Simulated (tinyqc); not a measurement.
# Ion implantation: universal nuclear stopping, Lindhard-Scharff electronic stopping and a Gaussian range profile, step by step

A worked calculation. Computed by tinyqc, a small Python program that keeps every step. Command: `OMP_NUM_THREADS=1 python tinyqc.py 3023335 3023336 out.jsonl implant walk`. One thread of a shared host (Intel(R) Xeon(R) Processor @ 2.30GHz), about 0.09 s of CPU time with the checks. Intermediate numbers are printed to about 5 digits and carried at full precision; extremes and crossings named in words are read from the listed rows.

An ion slows by elastic collisions with screened nuclei and by friction with electrons; channelling is ignored and the target is uniform.

Inputs (values chosen for the exercise, modelled on germanium ions in diamond): ion atomic number Z1 = 32; ion mass M1 = 74 u; target atomic number Z2 = 6; target mass M2 = 12.01 u; target density N = 176.3 1/nm^3; ion energy E = 400 keV; scale factor of electronic stopping k = 1.5; dose Q = 8.6e+14 1/cm^2; background C_B = 4.8e+16 1/cm^3; displacement energy E_d = 40 eV; fraction allowed through the mask = 1e-06.

Follow-up: mask.

## Stopping at the entry energy

Reduced energy eps = 32.53 M2 E/(Z1 Z2 (M1 + M2)(Z1^0.23 + Z2^0.23)), E in keV; s_n = ln(1 + 1.1383 eps)/(2 (eps + 0.01321 eps^0.21226 + 0.19593 eps^0.5)) for eps up to 30 and ln(eps)/(2 eps) above; S_n = 8.462 Z1 Z2 M1 s_n/((M1 + M2)(Z1^0.23 + Z2^0.23)) in 1e-15 eV cm^2. S_e = k 3.83 Z1^(7/6) Z2/(Z1^(2/3) + Z2^(2/3))^(3/2) sqrt(E/M1) in 1e-15 eV cm^2, E in keV. dE/dx = N (S_n + S_e); 1e-15 eV cm^2 = 0.1 eV nm^2.

reduced energy eps = 2.5376

s_n = 0.23694

S_n = 88.814 x 1e-15 eV cm^2

S_e = 93.350 x 1e-15 eV cm^2

energy loss dE/dx = 3211.6 eV/nm

Electronic stopping carries 51 % of the loss at entry.

## Range and straggle

Path length R = int_0^E dE'/(N (S_n + S_e)); energy lost to nuclei nu = int_0^E S_n/(S_n + S_e) dE' (both with E' = E y^3 and 64 Gauss-Legendre points in y). Estimates of Lindhard type: R_p = R/(1 + M2/(3 M1)), straggle dR_p = (2/3) R_p sqrt(M1 M2)/(M1 + M2).

path length R = 134.59 nm

projected range R_p = 127.68 nm

straggle dR_p = 29.504 nm

energy lost to nuclei nu = 258.80 keV

65 % of the energy goes to nuclei over the whole path.

## Gaussian profile

C(x) = C_p exp(-(x - R_p)^2/(2 dR_p^2)) with C_p = Q/(sqrt(2 pi) dR_p), 1 nm = 1e-7 cm; the profile falls to the background at x_j = R_p + dR_p sqrt(2 ln(C_p/C_B)); the peak atomic fraction is C_p/N.

peak concentration C_p = 1.1629e+20 1/cm^3

Depth x_j where C falls to C_B = 244.16 nm

peak atomic fraction = 6.5959e-04

## Damage

Kinchin-Pease count with efficiency 0.8: N_d = 0.8 nu/(2 E_d), taking all of nu as damage energy (an upper estimate, as recoils also lose energy to electrons). Spread over a depth R_p + dR_p, displacements per atom = Q N_d/(N (R_p + dR_p)).

displacements per ion N_d = 2588.0

displacements per atom = 0.80314

One displacement per atom would need a dose of 1.1e15 per cm^2 if no defects annealed. Caution: above a few tenths of a displacement per atom cascades overlap, so the count overstates new damage; heavy ions turn silicon and germanium amorphous at such levels, while light ions such as boron and metal targets anneal much of the damage.

## Mask thickness

For a mask that stops like the target, the fraction beyond d is (1/2) erfc((d - R_p)/(sqrt2 dR_p)); solve for d.

number of straggles beyond R_p = 4.7534

mask thickness d = 267.93 nm

Caution: real range profiles are skewed and have channelling tails, so a Gaussian is unreliable this far out.

## Nuclear against electronic stopping over energy

The formulas are those given above.

Stopping (1e-15 eV cm^2) and range:
```
E (keV)         eps     S_n     S_e  R (nm)     nu/E
1        6.3441e-03   50.96    4.67    2.19  0.91711
2        1.2688e-02   67.21    6.60    3.06  0.91520
5        3.1720e-02   91.11   10.44    4.98  0.90822
10       6.3441e-02  108.77   14.76    7.48  0.89836
20       1.2688e-01  123.22   20.87   11.68  0.88280
50       3.1720e-01  131.94   33.00   22.55  0.84870
100      6.3441e-01  126.96   46.68   39.20  0.80638
200      1.2688e+00  111.42   66.01   71.44  0.74162
500      3.1720e+00   80.97  104.37  165.47  0.60988
```

Nuclear stopping peaks near 50 keV among these rows (eps = 0.32; the universal curve peaks near 0.3). Electronic stopping overtakes it between 200 and 500 keV. The path length grows as E^0.48 at the low end and E^0.92 at the high end; constant stopping would give E^1, and stopping that rises with E, be it nuclear (below its peak) or electronic, gives a lower exponent.

Checks made by the program: range against adaptive quadrature (relative difference 2e-06).
